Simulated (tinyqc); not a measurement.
# Double-gate transistor, scale length and short-channel effects, step by step

tinyqc, about 0.01 s, one thread, Intel Xeon 2.30GHz (shared host): `OMP_NUM_THREADS=1 python tinyqc.py 2420134 2420135 out.jsonl` Printed values are rounded.

A body of thickness ts between two insulators of thickness ti and two tied gates. Below threshold the potential that source and drain add obeys Laplace's equation and vanishes on the gate. Its lowest mode decays along the channel as exp(-k y); k is the smallest positive root of the matching condition at the interface, and the scale length is Lambda = pi/k.

Values chosen for this exercise; permittivities: semiconductor close to that of silicon, insulator close to that of silicon dioxide:
```
symbol  value  unit                                     meaning
T         273     K                                 temperature
eps_r    11.9        relative permittivity of the semiconductor
ei       3.82            relative permittivity of the insulator
ti        1.7    nm                         insulator thickness
ts       12.9    nm                              body thickness
L          66    nm                              channel length
Vbi      0.93     V                     potential of the source
sT       0.73     V   potential of the barrier top at threshold
VTL      0.48     V                      long-channel threshold
m           1                          long-channel body factor
Vds         1     V                               drain voltage
```

Constants: q = 1.602176634e-19 C, kB = 1.380649e-23 J/K, Vt = kB T/q. Results are converted to the units shown.

## Scan of the matching condition

k, point 0 to 7 (1/nm): 0.02625  0.0525  0.07875  0.105  0.13125  0.1575  0.18375  0.21

f(k) = ei cos(k ti) cos(k ts/2) - eps_r sin(k ti) sin(k ts/2).

f(k), point 0 to 7: 3.672176  3.236387  2.535318  1.605576  0.495950  -0.734911  -2.021301  -3.293599

The first change of sign lies between k = 0.13125 and 0.1575 1/nm.

## Iteration 1: decay constant by Newton steps

k at the start = 0.1575 1/nm

f(k) = ei cos(k ti) cos(k ts/2) - eps_r sin(k ti) sin(k ts/2); f' by a central difference with +/- 1e-5 1/nm; k(new) = k - f/f'.

f = -0.7349107
f' = -48.38142 nm
k after iteration 1 = 0.1423101 1/nm

## Iteration 2: decay constant by Newton steps

As before.

f = -0.01154342
f' = -46.71872 nm
k after iteration 2 = 0.1420630 1/nm

## Course of the iteration: decay constant by Newton steps

Stop when k changes by less than 1e-10 1/nm, or after 30 iterations.

Course of the iteration:
```
iteration   k (1/nm)  |change| (1/nm)
1          0.1423101           0.0152
2          0.1420630          2.47e-4
3          0.1420629          9.01e-8
4          0.1420629         1.19e-14
```

Converged in 4 iterations. The change falls from 0.015 in the first iteration to below the tolerance in the last.

## Scale length against simple estimates

k = 0.1420629 1/nm

Lambda = pi/k and l = 1/k. A parabolic potential across the structure gives l(parabolic) = sqrt((eps_r/(2 ei)) ts ti (1 + ei ts/(4 eps_r ti))).

Lambda = 22.11410 nm
l = 7.039136 nm
l(parabolic) = 7.413450 nm

The parabolic estimate is 5.3 % above l.

## Threshold shift, barrier position and swing

Along the channel psi(y) = s + a exp(y/l) + b exp(-y/l) with psi(0) = Vbi, psi(L) = Vbi + Vds and l = 1/k = Lambda/pi; with A = Vbi - s, B = A + Vds, x = exp(-L/l): a = (B - A x) x/(1 - x^2), b = (A - B x)/(1 - x^2). The minimum is s + 2 sqrt(a b), at y = (l/2) ln(b/a). The long-channel potential follows the gate as s = sT + (Vg - VTL)/m, and the threshold VT is the gate voltage at which the minimum equals sT. Swing = m Vt ln 10/g at threshold, g = d(minimum)/ds = 1 - (b x + a)/((1 + x) sqrt(a b)).

s at threshold = 0.7207420 V
a = 1.024477e-4 V
b = 0.2091555 V
position of the minimum = 26.82432 nm
VT = 0.4707420 V
swing = 55.61262 mV/decade

The threshold lies 9.26 mV below the long-channel value, and the barrier top sits at 0.41 L from the source.
